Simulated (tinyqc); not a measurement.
What each parameter does: linear model of a band gap against the share of exact exchange.

E(alpha) = E0 + S alpha. A wider gap screens less, modelled in the Penn form eps(alpha) = 1 + (e0 - 1)(EP/(EP + S alpha))^2 with a scale EP chosen for the exercise. A dielectric-dependent hybrid takes alpha = 1/eps.

Parameters, chosen for this exercise (of the order of those of TiO2; not measured data): E0 = 1.84 eV (gap of the semi-local functional); S = 8.64 eV (slope dE/d(alpha)); e0 = 8.1 (optical dielectric constant at alpha = 0); EP = 12.5 eV (energy scale of the screening).

Fixed point alpha = 1/eps(alpha), gap and eps there.

One parameter was then changed.

Results before and after:

| case | alpha | E (eV) | eps |
|---|---|---|---|
| base | 0.1458 | 3.100 | 6.860 |
| changed | 0.1458 | 2.916 | 6.860 |

Which of these changes was made? (a) EP = 13.75 eV; (b) e0 = 7.29; (c) E0 = 1.656 eV; (d) S = 9.504 eV.
Answer: (c) E0 = 1.656 eV. Of the candidates, run in turn, only this one gives the changed row.

All candidates:

| case | alpha | E (eV) | eps |
|---|---|---|---|
| base | 0.1458 | 3.100 | 6.860 |
| E0 = 1.656 eV | 0.1458 | 2.916 | 6.860 |
| S = 9.504 eV | 0.1485 | 3.252 | 6.732 |
| e0 = 7.29 | 0.1648 | 3.263 | 6.070 |
| EP = 13.75 eV | 0.1434 | 3.079 | 6.975 |

Program tinyqc; command `OMP_NUM_THREADS=1 python tinyqc.py 1881089 1881090 out.jsonl`; about 0.01 s on one thread of a shared Intel(R) Xeon(R) Processor @ 2.30GHz.
